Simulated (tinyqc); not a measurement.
Admittance spectroscopy and thermally stimulated current of one trap level in a depletion layer: one step, computed by the program tinyqc. Command: `OMP_NUM_THREADS=1 python tinyqc.py 3110838 3110839 out.jsonl admit walk`. One thread of a shared host (Intel(R) Xeon(R) Processor @ 2.30GHz), about 0.01 s of CPU time with the checks.

A Schottky junction on n-type material holds one donor-like electron trap; shallow donors are fully ionised and abrupt depletion edges are assumed.

Question. Temperature of the peak. N_c = 2 (2 pi m k_B T/h^2)^(3/2), v_th = sqrt(3 k_B T/m), emission rate e_n = sigma v_th N_c exp(-E_t/(k_B T)). Where the level crosses the Fermi level capture equals emission, so the trap follows the signal with the rate 2 e_n; G/omega peaks at omega = 2 e_n (the correction for large N_t/N is left out). Solve 2 e_n(T_p) = 2 pi f.

Inputs (values chosen for the exercise, modelled on n-type germanium):

| quantity | value | unit |
|---|---|---|
| density-of-states mass m | 0.528 | m_0 |
| shallow doping N | 1e+15 | 1/cm^3 |
| trap depth E_t below the band | 0.285 | eV |
| capture cross section sigma | 3.3e-15 | cm^2 |
| test frequency f | 200 | Hz |

Constants: k_B = 1.380649e-23 J/K; m_0 = 9.1093837015e-31 kg; h = 6.62607015e-34 J s; k_B = 8.617333262e-05 eV/K.

Give: peak temperature T_p; N_c at T_p; e_n at T_p; E_c - E_F = k_B T_p ln(N_c/N).

Answer.

peak temperature T_p = 170.6 K

N_c at T_p = 4.128e+18 1/cm^3

e_n at T_p = 628.3 1/s

E_c - E_F = k_B T_p ln(N_c/N) = 0.1224 eV
